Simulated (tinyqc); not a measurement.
From results back to parameters: two-level Kane dispersion of a narrow-gap semiconductor. Two cases, with inputs chosen for the exercise.

Problem. In the two-level Kane model E = Eg/2 + sqrt(Eg^2/4 + (2/3) Ep c k^2), c = hbar^2/2m0, and the momentum mass is m(k) = (3/(2 Ep)) sqrt(Eg^2 + (8/3) Ep c k^2). It is given at the Fermi wave vectors kF = (3 pi^2 n)^(1/3) of two densities (1 cm^-3 = 1e-24 angstrom^-3).

Constants: hbar^2/2m0 = 3.80998211 eV angstrom^2.

Find: kF^2; Ep; edge mass; |Eg|.

Method. m^2 = m0*^2 + (6 c/Ep) kF^2 is a straight line in kF^2: the slope gives Ep, the intercept the edge mass, and |Eg| = (2/3) Ep m0*. The sign of Eg does not enter. For Eg < 0 the edge mass does not depend on Dso, which enters only as EF nears it.

Case 1.

Values chosen (out of a larger set: near those of HgTe; not measured data): n12 = (4.7e+15, 2.1e+18) cm^-3 (two densities).

masses at the two densities (m0): 0.02467369  0.04907144

Solution.

kF^2 (1/angstrom^2): 2.6854e-05  0.0015695

Ep = 19.6 eV
edge mass = 0.02403 m0
|Eg| = 0.314 eV

Case 2.

Values chosen (out of a larger set: near those of HgTe; not measured data): n12 = (1.2e+15, 1.9e+18) cm^-3 (two densities).

masses at the two densities (m0): 0.02262987  0.04740572

Solution.

kF^2 (1/angstrom^2): 1.0808e-05  0.0014682

Ep = 19.2 eV
edge mass = 0.02234 m0
|Eg| = 0.286 eV

Computed by tinyqc, one run a case: `OMP_NUM_THREADS=1 python tinyqc.py N N+1 out.jsonl` with N = 1080444, 1080455; one thread of a shared Intel(R) Xeon(R) Processor @ 2.30GHz, about 0.01 s a run at most.
